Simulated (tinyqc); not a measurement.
From results back to parameters: sp3s* tight binding. Two cases, with inputs chosen for the exercise.

Problem. Without spin-orbit coupling the s levels at Gamma are the roots of [[Esa, Vss], [Vss, Esc]], the p levels those of [[Epa, Vxx], [Vxx, Epc]], and the doubly degenerate valence level at X is the lower root of [[Epa, Vxy], [Vxy, Epc]]. The atomic differences are given; the levels below come from hidden parameters.

Case 1.

Values chosen (out of a larger set: near a published set for GaSb, fitted to gaps, whose masses and valley positions are rough; spin-orbit coupling, where it is added without a refit, lifts the valence top and shrinks all gaps by about a third of the splitting; not measured data): dEs = 3.342 eV (Esc - Esa); dEp = 2.097 eV (Epc - Epa).

s levels at Gamma (eV): -11.95957  0.75357

p levels at Gamma (eV): 0.01456  3.78044

valence level X5 = -2.38678 eV

Case 2.

Values chosen (out of a larger set: near a published set for GaP, fitted to gaps, whose masses and valley positions are rough; not measured data): dEs = 5.853 eV (Esc - Esa); dEp = 3.009 eV (Epc - Epa).

s levels at Gamma (eV): -13.18003  2.92703

p levels at Gamma (eV): -0.00575  5.26875

valence level X5 = -2.76064 eV

Find: Esa, Esc, Epa, Epc; |Vss|, |Vxx|, |Vxy|.

Solution. The mean of a pair of roots is the mean of the two levels, which with the given difference fixes both; half the splitting, squared, less a quarter of the squared difference is V^2. At X the lower root lies sqrt((dEp/2)^2 + Vxy^2) below the mean p level.

Case 1.

Esa, Esc, Epa, Epc (eV): -7.274  -3.932  0.849  2.946

|Vss|, |Vxx|, |Vxy| (eV): 6.133  1.564  4.154

Case 2.

Esa, Esc, Epa, Epc (eV): -8.053  -2.200  1.127  4.136

|Vss|, |Vxx|, |Vxy| (eV): 7.503  2.166  5.178

Computed by tinyqc, one run a case: `OMP_NUM_THREADS=1 python tinyqc.py N N+1 out.jsonl` with N = 1481171, 1481217; one thread of a shared Intel(R) Xeon(R) Processor @ 2.30GHz, about 0.1 s a run at most.
